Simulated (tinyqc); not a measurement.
# Double-gate transistor below threshold, two-dimensional Poisson equation on a small mesh: effect of half the body thickness

Half of a symmetric double-gate structure: row 0 is the mid-plane of the body, where the normal field vanishes. Mobile charge is neglected (subthreshold), the body is fully depleted, and potentials are counted from the intrinsic level; rows run upward to the gate, columns from source to drain.

Mesh: rows i = 0..12 in the semiconductor (step hs = tb/12, row 12 on the interface), then 8 step(s) ho = tox/8 up to the gate row 20; columns j = 0..80 (step hy = L/80). Box integration, divided by eps0: up_i = eps hy/h of the interval above row i, dn_i = that of the interval below (0 for row 0), lat_i = (sum of eps h/2 over the intervals above and below)/hy, s_i = -q Na w_i hy/eps0 with w_i the semiconductor height of the box (hs/2 for row 0 and the interface row, hs between, 0 in the insulator). Each free node obeys (up + dn + 2 lat) psi = up psi(above) + dn psi(below) + lat [psi(left) + psi(right)] + s. Fixed values: gate row Vg - Vfb; column 0 at Vbi and the last column at Vbi + Vd in the semiconductor, each running linearly to Vg - Vfb across the insulator. The system is solved directly. On row 0 the minimum of psi and its place come from a parabola through the three lowest nodes; barrier = Vbi - minimum, swing = Vt ln 10/(d psi/dVg), DIBL = (d psi/dVd)/(d psi/dVg) there. Lambda = pi/k with k the smallest positive root of tan(k tox) tan(k tb) = eox/eps_r.

Inputs (values chosen for the exercise); semiconductor permittivity close to that of In0.53Ga0.47As: temperature T = 300 K; relative permittivity of the semiconductor eps_r = 14.1; relative permittivity of the insulator eox = 7.5; insulator thickness tox = 1.5 nm; channel length L = 35 nm; acceptor density of the depleted body Na = 0 cm^-3; potential of the source Vbi = 0.47 V; gate offset Vfb = 0.13 V; gate voltage Vg = -0.1 V; drain voltage Vd = 0.5 V.

Constants: q = 1.602176634e-19 C, kB = 1.380649e-23 J/K, Vt = kB T/q, eps0 = 8.8541878128e-14 F/cm where lengths are in cm. Results are converted to the units shown.

Results:
```
tb (nm)  L/Lambda  barrier (V)  place y/L  swing (mV/decade)  DIBL (mV/V)
2.4         3.639       0.6932     0.4764              59.99        2.851
3.2         3.069       0.6830     0.4720              60.69        7.200
5.5         2.148       0.6255     0.4599              65.01        33.86
7.3         1.750       0.5588     0.4503              70.86        69.63
9.6         1.418       0.4615     0.4369              81.65        134.0
```

Estimate the missing row, tb = 4.2 nm.

Computed row:
```
tb (nm)  L/Lambda  barrier (V)  place y/L  swing (mV/decade)  DIBL (mV/V)
4.2         2.581       0.6629     0.4667              62.14        16.15
```

With this row back in the table: As tb goes from 2.4 to 9.6 nm, the barrier falls from 0.693 to 0.461 V, the swing rises from 60.0 to 81.6 mV a decade and DIBL rises from 2.85 to 134 mV/V; the ideal swing is 59.5. L/Lambda goes from 3.6 to 1.4. At tb = 2.4 nm the body is under 5 nm thick, where quantum confinement matters.

Numbers from tinyqc (`OMP_NUM_THREADS=1 python tinyqc.py 2480037 2480038 out.jsonl`; about 0.09 s on one thread of a shared Intel Xeon 2.30GHz).
